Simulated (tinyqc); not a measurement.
Inside a calculation. Model: MESFET, gradual channel with velocity saturation.

tinyqc, about 0.06 s, one thread, Intel Xeon 2.30GHz (shared host): `OMP_NUM_THREADS=1 python tinyqc.py 2500125 2500126 out.jsonl` Printed values are rounded.

A uniformly doped n-type channel, depleted from the top by a Schottky gate; at channel potential V the depleted share of a is u = sqrt((Vbi - Vg + V)/Vp), s at the source. Electrons drift with v = mu E/(1 + mu E/vsat). Abrupt depletion edge, no series resistance, source at 0.

Parameters, values chosen for the exercise; material values close to those of 4H silicon carbide:
```
symbol    value        unit                                     meaning
T           300           K                                 temperature
eps_r      9.81              relative permittivity of the semiconductor
Nc      1.71e19       cm^-3      conduction-band density of states at T
Nd       1.2e17       cm^-3                donor density of the channel
a           200          nm                           channel thickness
mu          390  cm^2/(V s)           low-field mobility at this doping
vsat      2.3e7        cm/s                         saturation velocity
L             2          um                                 gate length
W           100          um                                  gate width
phiB       0.91           V                            Schottky barrier
Vg            0           V                                gate voltage
Vd          2.2           V                               drain voltage
```

Constants: q = 1.602176634e-19 C, kB = 1.380649e-23 J/K, Vt = kB T/q, eps0 = 8.8541878128e-14 F/cm where lengths are in cm. Results are converted to the units shown.

## Built-in and pinch-off voltages

Vbi = phiB - Vt ln(Nc/Nd); Vp = q Nd a^2/(2 eps0 eps_r); G0 = q mu Nd a W/L; Z = mu Vp/(vsat L); s = sqrt((Vbi - Vg)/Vp). VT = Vbi - Vp.

Vbi = 0.7817911 V
Vp = 4.426943 V
VT = -3.645152 V
G0 = 7.498187 mS
Z = 0.3753277
s = 0.4202362

Z = 0.375: velocity saturation matters.

## Current below saturation

u = sqrt((Vbi - Vg + Vd)/Vp). I = (G0 Vp/3) F/(1 + Z (u^2 - s^2)), F = 3 (u^2 - s^2) - 2 (u^3 - s^3), with u at V = Vd; Z = 0 gives constant mobility, for which u stops at 1.

u = 0.8207042
F = 0.5337175
I for Z = 0 = 5.905414 mA
I = 4.977080 mA

The falling mobility lowers the current by 15.7 %.

## Iteration 1: the saturation point by Newton steps

u at the start = 0.71

a is the channel (half-)thickness, Vp its pinch-off voltage and Z = mu Vp/(vsat L); an iterate with u > 1 is an overshoot, not a physical state. f = (1 - u)(1 + Z (u^2 - s^2)) - Z F/3, F = 3 (u^2 - s^2) - 2 (u^3 - s^3); f' = -(1 + Z (u^2 - s^2)); u(new) = u - f/f'.

f = 0.2737130
f' = -1.122920
u after iteration 1 = 0.9537510

## Iteration 2: the saturation point by Newton steps

As before.

f = -0.01764483
f' = -1.275131
u after iteration 2 = 0.9399133

## Course of the iteration: the saturation point by Newton steps

Stop when u changes by less than 1e-10, or after 60 iterations.

Course of the iteration:

| iteration | u | \|change\| |
|---|---|---|
| 1 | 0.9537510 | 0.244 |
| 2 | 0.9399133 | 0.0138 |
| 3 | 0.9398594 | 5.39e-5 |
| 4 | 0.9398594 | 8.10e-10 |
| 5 | 0.9398594 | < 1e-13 |

Converged in 5 iterations. At the end the number of correct digits about doubles with each step.

## Saturation voltage, current and transconductance

um = 0.9398594

Vdsat = Vp (um^2 - s^2); Isat = (G0 Vp/Z)(1 - um), which is q Nd vsat a W (1 - um); gm = G0 (um - s)/(1 + Z (um^2 - s^2)). For Z = 0: Vdsat = Vp (1 - s^2), Isat = (G0 Vp/3)(1 - 3 s^2 + 2 s^3), gm = G0 (1 - s).

Vdsat = 3.128686 V
Isat = 5.318841 mA
gm = 3.079397 mS
Vdsat for Z = 0 = 3.645152 V
Isat for Z = 0 = 6.844953 mA
gm for Z = 0 = 4.347178 mS

The current saturates with 6.01 % of the channel still open at the drain, at 0.777 of the constant-mobility current.
